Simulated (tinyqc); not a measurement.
RKS/exchange-only LDA in the 3-21g basis, for H3+, spin multiplicity 1, step by step. One step of it, computed by the program tinyqc.

Question. Iteration 24 (converged): orbitals. Diagonalise F' = X^T F X, C = X C', fill 1 alpha and 1 beta electrons from the bottom; D = 2 C_occ C_occ^T. Each column has its largest component positive (the first on a tie).

converged F (hartree), order 1H 1s, 1H 2s, 2H 1s, 2H 2s, 3H 1s, 3H 2s:
$$\begin{pmatrix}
-0.300143 & -0.590993 & -0.297909 & -0.403726 & -0.248249 & -0.374465 \\
-0.590993 & -0.597787 & -0.403742 & -0.516545 & -0.371606 & -0.495422 \\
-0.297909 & -0.403742 & -0.300165 & -0.591026 & -0.248520 & -0.374648 \\
-0.403726 & -0.516545 & -0.591026 & -0.597842 & -0.371772 & -0.495546 \\
-0.248249 & -0.371606 & -0.248520 & -0.371772 & -0.296402 & -0.585322 \\
-0.374465 & -0.495422 & -0.374648 & -0.495546 & -0.585322 & -0.589154
\end{pmatrix}$$

X, order 1H 1s, 1H 2s, 2H 1s, 2H 2s, 3H 1s, 3H 2s:
$$\begin{pmatrix}
1.244026 & -0.497693 & -0.003533 & 0.010147 & 0.014005 & 0.012319 \\
-0.497693 & 1.714728 & 0.010180 & -0.458740 & 0.007589 & -0.382333 \\
-0.003533 & 0.010180 & 1.244027 & -0.497715 & 0.013921 & 0.012326 \\
0.010147 & -0.458740 & -0.497715 & 1.715086 & 0.007562 & -0.382783 \\
0.014005 & 0.007589 & 0.013921 & 0.007562 & 1.243650 & -0.495122 \\
0.012319 & -0.382333 & 0.012326 & -0.382783 & -0.495122 & 1.653530
\end{pmatrix}$$

Give: F' = X^T F X; orbital energies; coefficients C; D after iteration 24.

Answer.

F' = X^T F X (hartree):
$$\begin{pmatrix}
0.106 & -0.524 & -0.107 & -0.059 & -0.063 & -0.056 \\
-0.524 & -0.078 & -0.059 & -0.107 & -0.060 & -0.102 \\
-0.107 & -0.059 & 0.106 & -0.524 & -0.063 & -0.056 \\
-0.059 & -0.107 & -0.524 & -0.078 & -0.060 & -0.102 \\
-0.063 & -0.060 & -0.063 & -0.060 & 0.104 & -0.526 \\
-0.056 & -0.102 & -0.056 & -0.102 & -0.526 & -0.085
\end{pmatrix}$$

orbital energies (hartree): MO1 -0.821, MO2 -0.388, MO3 -0.353, MO4 0.482, MO5 0.559, MO6 0.595

coefficients C, order 1H 1s, 1H 2s, 2H 1s, 2H 2s, 3H 1s, 3H 2s:
$$\begin{pmatrix}
0.258 & -0.173 & -0.282 & 0.799 & 0.394 & 0.909 \\
0.215 & -0.481 & -0.958 & -0.642 & -0.608 & -1.252 \\
0.258 & -0.171 & 0.283 & 0.800 & 0.390 & -0.910 \\
0.215 & -0.477 & 0.961 & -0.643 & -0.602 & 1.254 \\
0.245 & 0.340 & -0.001 & 0.580 & -1.132 & 0.003 \\
0.212 & 0.997 & -0.003 & -0.302 & 1.464 & -0.004
\end{pmatrix}$$

D after iteration 24, order 1H 1s, 1H 2s, 2H 1s, 2H 2s, 3H 1s, 3H 2s:
$$\begin{pmatrix}
0.133 & 0.111 & 0.133 & 0.111 & 0.127 & 0.109 \\
0.111 & 0.092 & 0.111 & 0.092 & 0.105 & 0.091 \\
0.133 & 0.111 & 0.133 & 0.111 & 0.127 & 0.109 \\
0.111 & 0.092 & 0.111 & 0.092 & 0.105 & 0.091 \\
0.127 & 0.105 & 0.127 & 0.105 & 0.121 & 0.104 \\
0.109 & 0.091 & 0.109 & 0.091 & 0.104 & 0.090
\end{pmatrix}$$
